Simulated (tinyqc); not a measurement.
Inversion-layer mobility, back-scattering and ballistic limit of a field-effect transistor: one step, computed by the program tinyqc.

The charge at the top of the source barrier is fixed by the gate; series resistance and short-channel effects are left out. F_j are Fermi integrals normalised to exp(eta) in the classical limit.

Task: Back-scattering. F_j(eta) = (1/Gamma(j + 1)) int_0^infinity x^j/(1 + exp(x - eta)) dx, F_0 = ln(1 + exp(eta)). Integrals over x = E/(k_B T) use 160 Gauss-Legendre points in u = sqrt(x) from 0 to sqrt(max(eta, 0) + 32). Ballistic channel: N_2D = g_v m k_B T/(pi hbar^2), U = e V_D/(k_B T); eta_F solves N_inv = (N_2D/2)[F_0(eta_F) + F_0(eta_F - U)]; v_T = sqrt(2 k_B T/(pi m)); I/W = e (N_2D/2) v_T [F_1/2(eta_F) - F_1/2(eta_F - U)]; injection velocity v_T F_1/2(eta_F)/F_0(eta_F). Mean free path lambda = (2 k_B T/e)(mu/v_T) F_0(eta_0)/F_-1/2(eta_0), with eta_0 from N_inv = N_2D F_0(eta_0); critical length l = L (1 + U)^(-a), an empirical rule; back-scattering r = l/(l + lambda). Then eta solves N_inv = (N_2D/2)[(1 + r) F_0(eta) + (1 - r) F_0(eta - U)] and I/W = e (N_2D/2) v_T (1 - r)[F_1/2(eta) - F_1/2(eta - U)]. Ballistic ratio: I over the ballistic current. Apparent mobility 1/(1/mu + 1/mu_B), mu_B = mu L/lambda.

Inputs (values chosen for the exercise, modelled on a silicon p-channel):

| quantity | value | unit |
|---|---|---|
| transport mass m | 0.29 | m_0 |
| valley degeneracy g_v | 1 | - |
| gate overdrive V_G - V_T | 0.4 | V |
| drain voltage V_D | 1.1 | V |
| channel length L | 43 | nm |
| exponent a of the critical length | 0.72 | - |
| temperature T | 300 | K |

Statistics at the top of the barrier: Fermi-Dirac.

inversion density N_inv = 2.155276e+12 1/cm^2

effective mobility mu = 117.4605 cm^2/(V s)

Constants: m_0 = 9.1093837015e-31 kg; k_B = 1.380649e-23 J/K; hbar = 1.054571817e-34 J s; k_B = 8.617333262e-05 eV/K; e = 1.602176634e-19 C.

Give: eta_0; mean free path lambda; critical length l; back-scattering coefficient r; current I/W; ballistic ratio; apparent low-field mobility.

Result:

eta_0 = -0.00992

mean free path lambda = 6.96 nm

critical length l = 2.84 nm

back-scattering coefficient r = 0.290

current I/W = 221 microampere/micrometre

ballistic ratio = 0.529

apparent low-field mobility = 101 cm^2/(V s)

L/lambda = 6.18, but at this drain voltage only the first 2.84 nm can return a carrier to the source, so the device works at 53 % of its ballistic limit. Caution: the current exceeds the long-channel drift law, so the empirical rule for l, meant for short channels, is too generous here.
